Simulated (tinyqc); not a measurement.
Worked calculation: power iteration on a symmetric matrix. Computed by tinyqc, a small Python program that keeps every step. Settings: method = power, shift = 1.5. Command: `OMP_NUM_THREADS=1 python tinyqc.py 22772 22773 out.jsonl` (the two numbers bound the seeds that draw the settings). One thread of a shared host (Intel(R) Xeon(R) Processor @ 2.60GHz), about 0.01 s of CPU time with the checks.

## Step 1

A:
```
           1          2         3         4
1   1.597000  -0.318000  0.372000  0.213000
2  -0.318000   1.681000  0.096000  0.302000
3   0.372000   0.096000  1.844000  0.356000
4   0.213000   0.302000  0.356000  1.931000
```

vector v at the start: 0.500000  0.500000  0.500000  0.500000

shift = 1.500000

w = (A - shift) v; v' = w/|w| with its largest component positive (the first on a tie); lambda = v'^T A v'.

vector after step 1: 0.201600  0.144554  0.646891  0.721106

Rayleigh quotient after step 1 = 2.429263

## Step 2

As before.

vector after step 2: 0.385465  0.253533  0.595361  0.657787

Rayleigh quotient after step 2 = 2.459610

## Course of the iteration

Stop when the residual |A v - lambda v| is below 1e-9.

Steps:
```
step      lambda  residual
1     2.42926300  2.17e-01
2     2.45961013  9.25e-02
3     2.46515859  3.89e-02
4     2.46617592  1.64e-02
5     2.46636912  7.05e-03
6     2.46640786  3.09e-03
7     2.46641617  1.39e-03
8     2.46641810  6.52e-04
9     2.46641857  3.16e-04
10    2.46641870  1.59e-04
11    2.46641873  8.19e-05
12    2.46641874  4.30e-05
13    2.46641874  2.29e-05
14    2.46641875  1.23e-05
15    2.46641875  6.64e-06
16    2.46641875  3.59e-06
17    2.46641875  1.95e-06
18    2.46641875  1.06e-06
19    2.46641875  5.74e-07
20    2.46641875  3.11e-07
21    2.46641875  1.69e-07
22    2.46641875  9.19e-08
23    2.46641875  4.99e-08
24    2.46641875  2.71e-08
25    2.46641875  1.47e-08
26    2.46641875  8.01e-09
27    2.46641875  4.35e-09
28    2.46641875  2.36e-09
29    2.46641875  1.28e-09
30    2.46641875  6.98e-10
```

all eigenvalues, for comparison: 1.101113  1.460406  2.025062  2.466419

Converged in 30 steps.
